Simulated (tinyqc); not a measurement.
# Undoped symmetric double-gate MOSFET, analytic potential model: two studies

An undoped body of thickness ts between two equal insulators and tied gates; long channel, electrons only, n = ni exp((psi - V)/Vt) with V the quasi-Fermi potential (0 at the source, Vd at the drain), constant mobility, no quantisation. Across the body psi(x) = V - 2 Vt ln[(ts/(2 beta)) sqrt(q ni/(2 eps0 eps_r Vt)) cos(2 beta x/ts)], x from the centre. Q is the electron charge per area of the whole body.

Values chosen for this exercise; material values close to those of silicon: temperature T = 250 K; band gap Eg = 1.1 eV; relative permittivity of the semiconductor eps_r = 11.6; conduction-band density of states at T Nc = 2.14e19 cm^-3; valence-band density of states at T Nv = 2.01e19 cm^-3; relative permittivity of the gate insulator eox = 8.63; insulator thickness tox = 1.9 nm; body thickness ts = 10 nm; gate work function less that of the intrinsic body dphi = 0.24 V; channel mobility mu = 400 cm^2/(V s); gate length L = 2 um; drain voltage Vd = 0.8 V.

Constants: q = 1.602176634e-19 C, kB = 1.380649e-23 J/K, Vt = kB T/q, eps0 = 8.8541878128e-14 F/cm where lengths are in cm. Results are converted to the units shown.

Each table varies one quantity; the others keep the values above.

## Transfer curve and volume inversion

ni = sqrt(Nc Nv) exp(-Eg/(2 Vt)), Eg in volts; r = eps_r tox/(eox ts); V0 = dphi + 2 Vt ln[(2/ts) sqrt(2 eps0 eps_r Vt/(q ni))]. beta (between 0 and pi/2) solves (Vg - V0 - V)/(2 Vt) = ln(beta) - ln(cos beta) + 2 r beta tan(beta). Q = 8 eps0 eps_r Vt beta tan(beta)/ts; I = mu (1/L)(4 eps0 eps_r/ts)(2 Vt)^2 [g(beta_s) - g(beta_d)] per width, g = beta tan(beta) - beta^2/2 + r beta^2 tan^2(beta), with beta_s at V = 0 and beta_d at V = Vd. The drop is psi(surface) - psi(centre) at the source end; C = dQs/dVg, Cg = 2 eps0 eox/tox; gm = dI/dVg.

Transfer curve and volume inversion:

| Vg (V) | Qs (nC/cm^2) | drop (mV) | C/Cg | I (uA/um) | gm/I (1/V) |
|---|---|---|---|---|---|
| 0.43 | 1.838e-4 | 2.236e-5 | 1.060e-6 | 7.917e-7 | 46.42 |
| 0.58 | 0.1938 | 0.02358 | 0.001116 | 8.357e-4 | 46.38 |
| 0.73 | 89.85 | 10.07 | 0.2886 | 0.5449 | 32.98 |
| 0.88 | 726.7 | 52.50 | 0.6931 | 11.60 | 12.53 |
| 1.03 | 1659 | 81.79 | 0.8301 | 46.98 | 7.063 |
| 1.18 | 2699 | 100.9 | 0.8871 | 112.2 | 4.812 |
| 1.33 | 3789 | 114.6 | 0.9166 | 209.4 | 3.619 |
| 1.48 | 4906 | 125.3 | 0.9342 | 339.7 | 2.878 |
| 1.63 | 6041 | 133.9 | 0.9458 | 498.3 | 2.238 |

Read the table: what changes, and by how much?

The current rises from 7.92e-7 to 498 uA/um. In the first row gm/I is 46.4 1/V, within 0.01 % of 1/Vt: with no depletion charge the whole body follows the gate, and the swing is ideal. The drop between surface and centre goes from 2.2e-5 to 134 mV and passes Vt at Vg = 0.88 V among the rows; below that the density varies across the body by less than a factor of e (volume inversion). C reaches 0.95 of Cg in the last row. For Vg = 0.88 to 1.63 V the surface density at the source passes 0.3 Nc, where Boltzmann statistics fail.

## Output curve

Same model as above.

In this table Vg = 1.17 V.

Output curve:

| Vd (V) | Qd (nC/cm^2) | Qd/Qs | I (uA/um) |
|---|---|---|---|
| 0.09 | 1998 | 0.7603 | 41.60 |
| 0.17 | 1461 | 0.5559 | 69.23 |
| 0.24 | 1019 | 0.3876 | 86.55 |
| 0.32 | 565.2 | 0.2151 | 99.13 |
| 0.4 | 208.8 | 0.07945 | 105.1 |
| 0.48 | 25.25 | 0.009607 | 106.7 |
| 0.55 | 1.229 | 4.675e-4 | 106.9 |
| 0.63 | 0.03031 | 1.153e-5 | 106.9 |
| 0.71 | 7.396e-4 | 2.814e-7 | 106.9 |

What does the comparison show?

The current rises from 41.6 to 107 uA/um, while the charge at the drain end falls from 0.76 to 2.8e-7 of that at the source. The current first comes within 1 % of its last value at Vd = 0.48 V among the rows. Over the last rows Qd falls by a factor of e for each Vt of drain voltage: the drain end is in weak inversion. In every row the surface density at the source passes 0.3 Nc, where Boltzmann statistics fail.

Program tinyqc, `OMP_NUM_THREADS=1 python tinyqc.py 2440144 2440145 out.jsonl`; Intel Xeon 2.30GHz, shared host, one thread, about 0.02 s.
